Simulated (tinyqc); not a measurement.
Splitting and spin direction around the circle: two-dimensional electron gas with Rashba and Dresselhaus coupling.

H = c k^2/m + al (ky sx - kx sy) + b1 (kx sx - ky sy) + gam kx ky (kx sy - ky sx), s the Pauli matrices, x = [100], c = hbar^2/2m0, b1 = gam (pi/L)^2 (hard walls). H = c k^2/m + B.s, so E = c k^2/m -/+ |B| and the lower state has its spin along -B.

Constants: hbar^2/2m0 = 3.80998211 eV angstrom^2.

Parameters, chosen for this exercise (of the size met in GaAs; not measured data): m = 0.0691 m0 (mass); al = 0.024 eV angstrom (Rashba constant); gam = 9.4 eV angstrom^3 (bulk Dresselhaus constant); L = 83 angstrom (width of the (001) well); n = 5.2 1e11/cm^2 (sheet density (one subband filled)).

At |k| = k0 = sqrt(2 pi n), 1e11/cm^2 = 1e-5/angstrom^2.

Around the circle:
```
phi (deg)  Bx (meV)  By (meV)  splitting (meV)  lower spin (deg)
0.0          0.2434   -0.4338           0.9949             119.3
45.0         0.4593   -0.4593           1.2990             135.0
67.5         0.4758   -0.3834           1.2221             141.1
90.0         0.4338   -0.2434           0.9949             150.7
112.5        0.3258   -0.0514           0.6596             171.0
135.0        0.1543    0.1543           0.4363            -135.0
157.5       -0.0514    0.3258           0.6596             -81.0
```

Give the missing row, phi (deg) = 22.5.

Computed row:
```
phi (deg)  Bx (meV)  By (meV)  splitting (meV)  lower spin (deg)
22.5         0.3834   -0.4758           1.2221             128.9
```

The splitting runs from 0.4363 meV at 135 to 1.2990 meV at 45 degrees. Along [110] it is 2 k |al + b1 - 2 b3| and along [-110] 2 k |al - b1 + 2 b3|, b3 = gam k^2/4. From 0 to 90 degrees the spin turns with k (+31 degrees), the sense of the Rashba term.

Computed by tinyqc, a small Python program: `OMP_NUM_THREADS=1 python tinyqc.py 1450294 1450295 out.jsonl` (the numbers bound the seed that draws the inputs); one thread of a shared host (Intel(R) Xeon(R) Processor @ 2.30GHz), about 0.01 s for the whole set of steps.
